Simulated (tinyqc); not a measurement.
Four-point probe at the centre of a round wafer.

Four collinear probes with spacing s at the centre of a thin disc of diameter d with an insulating edge: Rs = C V/I, C = pi/{ln 2 + ln[((d/s)^2 + 3)/((d/s)^2 - 3)]}; C tends to pi/ln 2 = 4.5324. x = d/s.

Values chosen for this exercise: sheet density of the layer ns = 5.8e11 cm^-2; drift mobility mu = 58 cm^2/(V s); current I = 500 uA.

Constants: q = 1.602176634e-19 C. Results are converted to the units shown.

Result of one run:

| C | C over its limit | V for Rs = 1/(q ns mu) (mV) |
|---|---|---|
| 4.364 | 0.9630 | 2.126e4 |

Which ratio d/s x gave this result: 4, 5, 10, 15 or 20?

x = 15.

The whole series:

| x | C | C over its limit | V for Rs = 1/(q ns mu) (mV) |
|---|---|---|---|
| 3.5 | 2.633 | 0.5810 | 3.523e4 |
| 4 | 2.929 | 0.6462 | 3.167e4 |
| 5 | 3.362 | 0.7419 | 2.759e4 |
| 7.5 | 3.927 | 0.8665 | 2.362e4 |
| 10 | 4.171 | 0.9203 | 2.224e4 |
| 15 | 4.364 | 0.9630 | 2.126e4 |
| 20 | 4.436 | 0.9788 | 2.091e4 |
| 40 | 4.508 | 0.9946 | 2.058e4 |
| 100 | 4.528 | 0.9991 | 2.049e4 |

C rises from 2.633 to 4.528. Using 4.5324 overstates Rs by 72.1 % in the first row and by under 1 % from d/s = 40 on among the rows.

tinyqc, about 0.01 s, one thread, Intel Xeon 2.30GHz (shared host): `OMP_NUM_THREADS=1 python tinyqc.py 2850180 2850181 out.jsonl`
